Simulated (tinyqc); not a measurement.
Single-domain magnet: Stoner-Wohlfarth switching, Neel-Arrhenius retention, LLG dynamics and spin torque: one step, computed by the program tinyqc. Command: `OMP_NUM_THREADS=1 python tinyqc.py 3000057 3000058 out.jsonl macro walk`. One thread of a shared host (Intel(R) Xeon(R) Processor @ 2.30GHz), about 0.2 s of CPU time with the checks.

The moment is uniform, with unit vector m; z is the easy axis. mu_0 = 1.25663706212e-6 T m/A, gamma = 1.76085963023e11 rad/(s T).

Problem. Exact time to the equator. The polar equation dm_z/dt = -(1 - m_z^2)(i - m_z)/tau_D, i = I/I_c0, integrates to t = tau_D [F(cos theta_0) - F(0)], F(z) = -ln(1 - z)/(2 (i - 1)) + ln(1 + z)/(2 (i + 1)) + ln(i - z)/(i^2 - 1), theta_0 = 1/sqrt(2 Delta).

Inputs (values chosen for the exercise, for a model magnet): temperature T = 450 K; drive I/I_c0 = 1.4.

Shape: thin disc, easy axis normal to it.

stability factor Delta = 179.2663

tau_D = 0.5208511 ns

Give: time to m_z = 0.

Solution.

time to m_z = 0 = 3.678 ns

Caution: a flat cylinder has a smaller N_z than the spheroid of the same t/d, so K_eff of a real disc is larger.
